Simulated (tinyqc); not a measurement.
What the excited states change: donors with valley-orbit split 1s states.

Each donor binds at most one electron, in any of its states. For a site s, W_s = sum over its states of g exp(E/kT), and the ionised share is 1/(1 + W_s exp(eta)), eta = (EF - Ec)/kT; n = Nc F_1/2(eta); neutrality n + NA = ND x (mean ionised share); holes are neglected. Nc from N = 2 (m kB T/(4 pi c))^(3/2) with c = hbar^2/2m0, in 1/angstrom^3; times 1e24 for 1/cm^3, m = md. F_j(eta) = (1/Gamma(j + 1)) integral_0^infinity x^j dx/(1 + exp(x - eta)), which tends to exp(eta) for eta << 0.

Constants: hbar^2/2m0 = 3.80998211 eV angstrom^2; kB = 8.617333262e-05 eV/K.

Inputs chosen for the exercise (near those of Sb in Si; not measured data): md = 1.077 m0 (density-of-states mass of the conduction band); E = (41.9, 32.3, 29.8) meV (binding energies of 1s(A1), 1s(T2), 1s(E)); g = (2, 6, 4) (their degeneracies with spin); ND = 1.4e+16 1/cm^3 (donors); NA = 2.3e+15 1/cm^3 (compensating acceptors, all ionised).

The last columns keep only the ground state of each site (g = 2).

Results:

| T (K) | effective degeneracy | eta | n (1/cm^3) | n, ground states only | ratio |
|---|---|---|---|---|---|
| 40 | 2.49 | -11.45 | 1.46e+13 | 1.81e+13 | 0.805 |
| 60 | 3.32 | -8.05 | 8.02e+14 | 1.16e+15 | 0.693 |
| 80 | 4.18 | -7.08 | 3.24e+15 | 4.58e+15 | 0.707 |
| 110 | 5.30 | -6.78 | 7.04e+15 | 8.99e+15 | 0.784 |
| 150 | 6.42 | -6.92 | 9.75e+15 | 1.10e+16 | 0.891 |
| 200 | 7.42 | -7.24 | 1.09e+16 | 1.15e+16 | 0.951 |
| 250 | 8.12 | -7.54 | 1.13e+16 | 1.16e+16 | 0.974 |
| 300 | 8.64 | -7.80 | 1.15e+16 | 1.16e+16 | 0.984 |
| 400 | 9.36 | -8.22 | 1.16e+16 | 1.17e+16 | 0.992 |
| 500 | 9.82 | -8.55 | 1.16e+16 | 1.17e+16 | 0.995 |

The effective degeneracy grows from 2.49 to 9.82. Excited states hold electrons back, so the ratio is never above 1; it is lowest, 0.693, at 60 K of those listed, and 0.984 at 300 K. At low T the excited states empty out, and at high T more donors are ionised (n is 99 % of ND - NA in the last row), so the effect is largest in between.

Program tinyqc; command `OMP_NUM_THREADS=1 python tinyqc.py 1652122 1652123 out.jsonl`; about 0.01 s on one thread of a shared Intel(R) Xeon(R) Processor @ 2.30GHz.
